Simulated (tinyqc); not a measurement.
Hopping conduction between localised states. Inputs raised by 5 %, one at a time. Computed by tinyqc, a small Python program. Command: `OMP_NUM_THREADS=1 python tinyqc.py 3002086 3002087 out.jsonl hop sens`. One thread of a shared host (Intel(R) Xeon(R) Processor @ 2.30GHz), about 0.01 s of CPU time with the checks.

Energies are counted from the Fermi level. A small network shows the mechanism; the laws of an infinite system follow.

Inputs (values chosen for the exercise, for a model defective oxide):
```
quantity                                    value          unit
localisation length xi                        2.1            nm
density of states g_0                     1.9e+20   1/(eV cm^3)
permittivity eps                              5.4             -
activation energy E_a to extended states     0.21            eV
prefactor of activated conduction              19          S/cm
prefactor of hopping                        0.022          S/cm
conductance scale G_0                           1  microsiemens
temperature T                                 110             K
```

Dimension: 3D.

sites of the small network (nm, nm, meV):
```
       x     y  energy
1      0  0.22    0.82
2   2.76  0.13  -19.83
3   5.63  3.56   24.49
4    9.7  4.35   -8.03
5  11.72   0.7  -24.79
6     15  0.41    -1.5
```

Constants: k_B = 8.617333262e-05 eV/K; e^2/(4 pi eps_0) = 14.39964548 eV angstrom.

Method:
- Miller-Abrahams exponent s_ij = 2 r_ij/xi + (|E_i| + |E_j| + |E_i - E_j|)/(2 k_B T); G_ij = G_0 exp(-s_ij). The diagonal is set to 0 and not used.
- Site 1 is held at potential 1 and site 6 at 0; Kirchhoff's law sum_j G_ij (u_i - u_j) = 0 fixes the others; G = sum_j G_1j (1 - u_j). G_ij = G_0 exp(-s_ij).
- Mott: T_M = 21.2/(k_B g_0 xi^3), exponent (T_M/T)^(1/4), mean hop r = (3/8) xi times the exponent. Efros-Shklovskii: T_ES = 2.8 e^2/(4 pi eps eps_0 k_B xi), exponent (T_ES/T)^(1/2). Coulomb gap width g_0^(1/2) (e^2/(4 pi eps eps_0))^(3/2). The numerical coefficients come from percolation theory and are given.
- sigma = s_1 exp(-E_a/k_B T) + s_2 exp(-larger of the two exponents); reduced activation energy w = d ln(sigma)/d ln(T) by a central difference of +/- 1 %.

Runs:
```
input moved                                       from         to     T_M (K)  mean hop by the Mott formula (nm)  conductance G (microsiemens)  hopping part (S/cm)
base run                                             -          -  1.3981e+05                             4.7021                    2.4469e-04           4.8152e-05
localisation length xi (nm)                        2.1      2.205  1.2078e+05                             4.7598                    3.2506e-04           5.5811e-05
density of states g_0 (1/(eV cm^3))            1.9e+20  1.995e+20  1.3316e+05                             4.6451                    2.4469e-04           4.8152e-05
permittivity eps                                   5.4       5.67  1.3981e+05                             4.7021                    2.4469e-04           5.5811e-05
activation energy E_a to extended states (eV)     0.21     0.2205  1.3981e+05                             4.7021                    2.4469e-04           4.8152e-05
temperature T (K)                                  110      115.5  1.3981e+05                             4.6451                    2.8079e-04           5.5811e-05
prefactor of hopping (S/cm)                      0.022     0.0231  1.3981e+05                             4.7021                    2.4469e-04           5.0560e-05
```

Exponents ln(y'/y) / ln(x'/x):
```
input                                     T_M  mean hop by the Mott formula  conductance G  hopping part
localisation length xi                     -3                          0.25          5.821         3.025
density of states g_0                      -1                         -0.25          0.000         0.000
permittivity eps                            0                          0.00          0.000         3.025
activation energy E_a to extended states    0                          0.00          0.000         0.000
temperature T                               0                         -0.25          2.821         3.025
prefactor of hopping                        0                          0.00          0.000         1.000
```

Which inputs matter most for each result?

Among the inputs moved here: T_M answers most in size to localisation length xi (exponent -3.000), next to density of states g_0 (-1.000); its exponent is below 0.0005 for permittivity eps, activation energy E_a to extended states, temperature T, prefactor of hopping. Its exponent -3.000 in localisation length xi: T_M = 21.2/(k_B g_0 xi^3). Mean hop by the Mott formula answers most in size to localisation length xi (exponent +0.250), and about equally to density of states g_0 (-0.250), temperature T (-0.250); its exponent is below 0.0005 for permittivity eps, activation energy E_a to extended states, prefactor of hopping. Its exponent -0.250 in temperature T: the Mott hop in three dimensions. Conductance G answers most in size to localisation length xi (exponent +5.821), next to temperature T (+2.821); its exponent is below 0.0005 for density of states g_0, permittivity eps, activation energy E_a to extended states, prefactor of hopping. Hopping part answers most in size to localisation length xi (exponent +3.025), and about equally to permittivity eps (+3.025), temperature T (+3.025); its exponent is below 0.0005 for density of states g_0, activation energy E_a to extended states.
